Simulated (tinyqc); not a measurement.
# Worked calculation: on-chip power grid, static voltage drop by conjugate gradients

tinyqc, about 0.1 s, one thread, Intel Xeon 2.30GHz (shared host): `OMP_NUM_THREADS=1 python tinyqc.py 2770157 2770158 out.jsonl` Printed values are rounded.

A grid of 4 rows and 3 columns, node k = 3 row + column. Neighbours in a row are joined by Rx, in a column by Ry; pad nodes, which reach the supply through Rp: 0. Each node draws I0, node 8 draws kh I0. The drops u = Vdd - V solve G u = i, with G the conductance matrix (1/Rp added on the diagonal at pad nodes).

Values chosen for this exercise:

| symbol | value | unit | meaning |
|---|---|---|---|
| Vdd | 1 | V | supply voltage |
| Rx | 1.3 | ohm | resistance of a horizontal segment |
| Ry | 0.39 | ohm | resistance of a vertical segment |
| Rp | 0.12 | ohm | resistance from a pad node to the supply |
| I0 | 5.5 | mA | load current of an ordinary node |
| kh | 5 |  | factor on the load at the hot node |

## Diagonal of G, loads and first direction

G_kk = sum of the conductances at node k. Start u = 0, so the residual is r = i; p = r.

G_kk (S):

|  | col 0 | col 1 | col 2 |
|---|---|---|---|
| row 0 | 11.6667 | 4.10256 | 3.33333 |
| row 1 | 5.89744 | 6.66667 | 5.89744 |
| row 2 | 5.89744 | 6.66667 | 5.89744 |
| row 3 | 3.33333 | 4.10256 | 3.33333 |

r at the start (mA):

|  | col 0 | col 1 | col 2 |
|---|---|---|---|
| row 0 | 5.5 | 5.5 | 5.5 |
| row 1 | 5.5 | 5.5 | 5.5 |
| row 2 | 5.5 | 5.5 | 27.5 |
| row 3 | 5.5 | 5.5 | 5.5 |

p at the start (mA):

|  | col 0 | col 1 | col 2 |
|---|---|---|---|
| row 0 | 5.5 | 5.5 | 5.5 |
| row 1 | 5.5 | 5.5 | 5.5 |
| row 2 | 5.5 | 5.5 | 27.5 |
| row 3 | 5.5 | 5.5 | 5.5 |

## Iteration 1: conjugate-gradient step

u at the start (mV):

|  | col 0 | col 1 | col 2 |
|---|---|---|---|
| row 0 | 0 | 0 | 0 |
| row 1 | 0 | 0 | 0 |
| row 2 | 0 | 0 | 0 |
| row 3 | 0 | 0 | 0 |

q = G p; a = (r.r)/(p.q); u(new) = u + a p; r(new) = r - a q; b = (r.r)(new)/(r.r); p(new) = r(new) + b p.

q (mA S):

|  | col 0 | col 1 | col 2 |
|---|---|---|---|
| row 0 | 45.833 | 0.000 | 0.000 |
| row 1 | 0.000 | 0.000 | -56.410 |
| row 2 | 0.000 | -16.923 | 129.744 |
| row 3 | 0.000 | 0.000 | -56.410 |

a = 0.350562 ohm

u after iteration 1 (mV):

|  | col 0 | col 1 | col 2 |
|---|---|---|---|
| row 0 | 1.92809 | 1.92809 | 1.92809 |
| row 1 | 1.92809 | 1.92809 | 1.92809 |
| row 2 | 1.92809 | 1.92809 | 9.64045 |
| row 3 | 1.92809 | 1.92809 | 1.92809 |

r after iteration 1 (mA):

|  | col 0 | col 1 | col 2 |
|---|---|---|---|
| row 0 | -10.5674 | 5.5000 | 5.5000 |
| row 1 | 5.5000 | 5.5000 | 25.2753 |
| row 2 | 5.5000 | 11.4326 | -17.9831 |
| row 3 | 5.5000 | 5.5000 | 25.2753 |

b = 1.88723

p after iteration 1 (mA):

|  | col 0 | col 1 | col 2 |
|---|---|---|---|
| row 0 | -0.1876 | 15.8798 | 15.8798 |
| row 1 | 15.8798 | 15.8798 | 35.6551 |
| row 2 | 15.8798 | 21.8124 | 33.9158 |
| row 3 | 15.8798 | 15.8798 | 35.6551 |

## Iteration 2: conjugate-gradient step

As before.

q (mA S):

|  | col 0 | col 1 | col 2 |
|---|---|---|---|
| row 0 | -55.1216 | 12.3596 | -50.7058 |
| row 1 | 41.1985 | -30.4235 | 70.3773 |
| row 2 | -4.5635 | 25.6767 | 0.3909 |
| row 3 | 0.0000 | -30.4235 | 19.6715 |

a = 0.733750 ohm

u after iteration 2 (mV):

|  | col 0 | col 1 | col 2 |
|---|---|---|---|
| row 0 | 1.7904 | 13.5799 | 13.5799 |
| row 1 | 13.5799 | 13.5799 | 28.0900 |
| row 2 | 13.5799 | 17.9329 | 34.5261 |
| row 3 | 13.5799 | 13.5799 | 28.0900 |

r after iteration 2 (mA):

|  | col 0 | col 1 | col 2 |
|---|---|---|---|
| row 0 | 29.8781 | -3.5688 | 42.7054 |
| row 1 | -24.7294 | 27.8232 | -26.3640 |
| row 2 | 8.8485 | -7.4077 | -18.2700 |
| row 3 | 5.5000 | 27.8232 | 10.8414 |

b = 3.01616

p after iteration 2 (mA):

|  | col 0 | col 1 | col 2 |
|---|---|---|---|
| row 0 | 29.312 | 44.327 | 90.601 |
| row 1 | 23.167 | 75.719 | 81.177 |
| row 2 | 56.744 | 58.382 | 84.025 |
| row 3 | 53.396 | 75.719 | 118.383 |

## Iteration 3: conjugate-gradient step

As before.

q (mA S):

|  | col 0 | col 1 | col 2 |
|---|---|---|---|
| row 0 | 248.476 | -104.538 | 59.760 |
| row 1 | -142.280 | 161.174 | -27.269 |
| row 2 | 93.423 | -107.376 | -61.067 |
| row 3 | -25.758 | 28.808 | 120.914 |

a = 0.260680 ohm

u after iteration 3 (mV):

|  | col 0 | col 1 | col 2 |
|---|---|---|---|
| row 0 | 9.4315 | 25.1351 | 37.1978 |
| row 1 | 19.6189 | 33.3183 | 49.2512 |
| row 2 | 28.3720 | 33.1519 | 56.4299 |
| row 3 | 27.4991 | 33.3183 | 58.9499 |

r after iteration 3 (mA):

|  | col 0 | col 1 | col 2 |
|---|---|---|---|
| row 0 | -34.8945 | 23.6821 | 27.1272 |
| row 1 | 12.3601 | -14.1915 | -19.2557 |
| row 2 | -15.5051 | 20.5829 | -2.3511 |
| row 3 | 12.2145 | 20.3135 | -20.6784 |

b = 0.790205

p after iteration 3 (mA):

|  | col 0 | col 1 | col 2 |
|---|---|---|---|
| row 0 | -11.7319 | 58.7097 | 98.7209 |
| row 1 | 30.6665 | 45.6423 | 44.8910 |
| row 2 | 29.3347 | 66.7166 | 64.0463 |
| row 3 | 54.4082 | 80.1472 | 72.8683 |

## Course of the conjugate-gradient iteration

Stop when |r| is below 1e-9 mA.

Course of the iteration:

| iteration | largest u (mV) | \|r\| (mA) |
|---|---|---|
| 1 | 9.64045 | 45.3 |
| 2 | 34.5261 | 78.7 |
| 3 | 58.9499 | 70.0 |
| 4 | 73.3225 | 41.0 |
| 5 | 73.5351 | 27.4 |
| 6 | 73.4833 | 13.9 |
| 7 | 73.1601 | 7.61 |
| 8 | 72.8731 | 3.18 |
| 9 | 72.7386 | 2.79 |
| 10 | 72.7157 | 0.882 |
| 11 | 72.6909 | 0.276 |
| 12 | 72.6913 | < 1e-11 |

Converged in 12 iterations for 12 unknowns; in exact arithmetic the method needs at most 12. The condition number of the matrix is 95.0. Gauss-Seidel sweeps in node order need 432 to reach the same residual.

## Worst drop, pad currents and power lost

converged u (mV):

|  | col 0 | col 1 | col 2 |
|---|---|---|---|
| row 0 | 10.5600 | 48.7671 | 65.0160 |
| row 1 | 31.2729 | 53.2095 | 67.7457 |
| row 2 | 43.2598 | 57.7271 | 72.6913 |
| row 3 | 48.7615 | 59.9505 | 71.4011 |

Pad current u/Rp; worst drop as a share of Vdd; power lost in the grid and pads sum_k i_k u_k; power delivered sum_k i_k (Vdd - u_k).

worst drop = 72.6913 mV
share of Vdd = 7.26913 %
pad currents (mA): node 0 88
power lost = 5.06620 mW
power delivered = 82.9338 mW

The pad currents add up to the total load, 88.00 mA. The worst drop is at node 8; the hot node is 8.
